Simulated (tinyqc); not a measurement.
Inside a calculation. Method: sp3 tight binding, zinc-blende lattice. One step of it, computed by the program tinyqc.

Question. Levels at X. Diagonalise the Hermitian matrix.

H(k) at X (eV):
```
                     a s                a px                a py                a pz
a s           -12.450000            0.000000            0.000000            0.000000
a px            0.000000           -7.030000            0.000000            0.000000
a py            0.000000            0.000000           -7.030000            0.000000
a pz            0.000000            0.000000            0.000000           -7.030000
c s             0.000000  0.000000+4.781013i            0.000000            0.000000
c px  0.000000-4.781013i            0.000000            0.000000            0.000000
c py            0.000000            0.000000            0.000000  0.000000-6.075702i
c pz            0.000000            0.000000  0.000000-6.075702i            0.000000

                     c s                c px                c py                c pz
a s             0.000000  0.000000+4.781013i            0.000000            0.000000
a px  0.000000-4.781013i            0.000000            0.000000            0.000000
a py            0.000000            0.000000            0.000000  0.000000+6.075702i
a pz            0.000000            0.000000  0.000000+6.075702i            0.000000
c s           -12.450000            0.000000            0.000000            0.000000
c px            0.000000           -7.030000            0.000000            0.000000
c py            0.000000            0.000000           -7.030000            0.000000
c pz            0.000000            0.000000            0.000000           -7.030000
```

Give: eigenvalues.

Answer.

eigenvalues (eV): -15.236  -15.236  -13.106  -13.106  -4.244  -4.244  -0.954  -0.954
